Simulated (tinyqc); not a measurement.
Specific resistance of a metal-semiconductor contact and its transmission-line measurement. Changing the contact length d. Computed by tinyqc, a small Python program. Command: `OMP_NUM_THREADS=1 python tinyqc.py 3005227 3005228 out.jsonl contact sweep`. One thread of a shared host (Intel(R) Xeon(R) Processor @ 2.30GHz), about 0.01 s of CPU time with the checks.

The barrier is parabolic (depletion approximation), energies E are normal energies counted from the band edge in the neutral semiconductor (downwards for holes), and the bias is zero. xi is an input, held fixed when other inputs move.

Inputs (values chosen for the exercise, modelled on n-type In0.53Ga0.47As):
```
quantity                                           value          unit
tunnelling mass m                                   0.04           m_0
permittivity eps                                    13.9             -
Richardson constant A*                              5.08  A/(cm^2 K^2)
barrier height phi_B                                0.23            eV
doping N                                         7.2e+17        1/cm^3
Fermi level above the band edge in the bulk, xi   0.0097            eV
temperature T                                        500             K
sheet resistance R_sh                               1400           ohm
contact width W                                     0.48    micrometre
```

Image-force lowering: included.

Constants: hbar = 1.054571817e-34 J s; eps_0 = 8.8541878128e-12 F/m; m_0 = 9.1093837015e-31 kg; k_B = 8.617333262e-05 eV/K; e = 1.602176634e-19 C.

Method:
- E_00 = (e hbar/2) sqrt(N/(eps eps_0 m)); band bending E_b = phi_B + xi; depletion width w = sqrt(2 eps eps_0 E_b/(e^2 N)). Image lowering d_phi = (e^3 N E_b/(8 pi^2 (eps eps_0)^3))^(1/4) (E_b in volts), and E_b - d_phi replaces E_b everywhere except in w.
- WKB transmission for E < E_b, with a = E/E_b: D = exp{-(E_b/E_00) [sqrt(1 - a) - a ln((1 + sqrt(1 - a))/sqrt(a))]}; D = 1 above.
- At zero bias 1/rho_c = (e A*/k_B^2) int D(E) f(E) dE, f = 1/(1 + exp((E - xi)/k_B T)); 200 Gauss-Legendre points from 0 to E_b, and k_B T ln(1 + exp((xi - E_b)/k_B T)) for the part above the barrier; the share of tunnelling is the part below.
- Transmission-line model: transfer length L_T = sqrt(rho_c/R_sh); R_c = (R_sh L_T/W) coth(d/L_T). Limits: rho_c/(W d) for d << L_T, sqrt(rho_c R_sh)/W for d >> L_T.
- Transmission-line model: transfer length L_T = sqrt(rho_c/R_sh); R_c = (R_sh L_T/W) coth(d/L_T). Two contacts a gap s apart give R = 2 R_c + R_sh s/W. A straight-line fit gives R_sh from the slope and R_c from the intercept; the simple reading takes L_x = R_c W/R_sh as the transfer length and rho_c = R_sh L_x^2.

One run for each value:
```
contact length d (micrometre)  contact resistance R_c (ohm)      d/L_T  simple reading over true value
0.0054                                                22463  2.648e-02                       1.427e+03
0.014                                                  8676  6.866e-02                       2.128e+02
0.038                                                  3228  1.864e-01                       2.946e+01
0.1                                                    1308  4.904e-01                       4.840e+00
0.27                                                    685  1.324e+00                       1.328e+00
0.72                                                    596  3.531e+00                       1.003e+00
1.9                                                     595  9.318e+00                       1.000e+00
5.1                                                     595  2.501e+01                       1.000e+00
14                                                      595  6.866e+01                       1.000e+00
```

Over the rows, contact resistance R_c (ohm) falls from 22500 to 595, flat over part of the range; d/L_T rises from 0.0265 to 68.7 (exponent d ln y / d ln x about 1.0 throughout); simple reading over true value falls from 1430 to 1.000, flat over part of the range. At the low end the exponent of contact resistance R_c is -1.00, close to -1: a short contact. At the high end the exponent of contact resistance R_c is 0.00, close to 0: a long contact.
